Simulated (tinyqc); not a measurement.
Worked calculation: Born-Oppenheimer dynamics on the RHF/sto-3g surface (energies and gradients from PySCF), for H4, spin multiplicity 1. Computed by tinyqc, a small Python program that keeps every step (integrals from PySCF). Settings: charge = 0, multiplicity = 1, basis = sto-3g, time step (fs) = 0.5, steps = 24. Command: `OMP_NUM_THREADS=1 python tinyqc.py 21322 21323 out.jsonl` (the two numbers bound the seeds that draw the settings). One thread of a shared host (Intel(R) Xeon(R) Processor @ 2.60GHz), about 1 s of CPU time with the checks.

positions (bohr):
```
          x       y       z
1H  -0.1417  0.0586  0.0151
2H   0.0302  0.0057  1.2321
3H  -0.0189  2.0466  0.0472
4H   0.0076  2.0768  1.3587
```

The total energy should stay constant up to terms of order dt^2; the step counts as short enough if it moves by less than 2 % of the largest kinetic energy.

Trajectory:
```
time (fs)  1H-2H (angstrom)  potential (hartree)  kinetic (hartree)  total (hartree)
0.0000               0.6510            -1.979888           0.001103        -1.978785
0.5000               0.6495            -1.995213           0.015850        -1.979363
1.0000               0.6569            -2.040831           0.060102        -1.980729
1.5000               0.6718            -2.095706           0.114040        -1.981665
2.0000               0.6912            -2.143351           0.161520        -1.981830
2.5000               0.7108            -2.178089           0.196514        -1.981575
3.0000               0.7270            -2.201105           0.219844        -1.981261
3.5000               0.7368            -2.215401           0.234394        -1.981007
4.0000               0.7391            -2.223727           0.242912        -1.980815
4.5000               0.7339            -2.228310           0.247632        -1.980678
5.0000               0.7228            -2.230798           0.250202        -1.980596
5.5000               0.7088            -2.232206           0.251653        -1.980553
6.0000               0.6957            -2.233069           0.252540        -1.980529
6.5000               0.6873            -2.233669           0.253148        -1.980521
7.0000               0.6863            -2.234078           0.253548        -1.980530
7.5000               0.6929            -2.234168           0.253636        -1.980532
8.0000               0.7052            -2.233933           0.253426        -1.980508
8.5000               0.7195            -2.233728           0.253241        -1.980487
9.0000               0.7322            -2.233841           0.253342        -1.980499
9.5000               0.7400            -2.234096           0.253575        -1.980521
10.0000              0.7412            -2.234168           0.253647        -1.980521
10.5000              0.7354            -2.234025           0.253519        -1.980507
11.0000              0.7241            -2.233858           0.253361        -1.980498
11.5000              0.7098            -2.233804           0.253307        -1.980497
12.0000              0.6965            -2.233881           0.253383        -1.980499
```

Is the time step short enough?

Yes. The total energy moves within 3.0e-03 hartree, under 2 % of the largest kinetic energy.
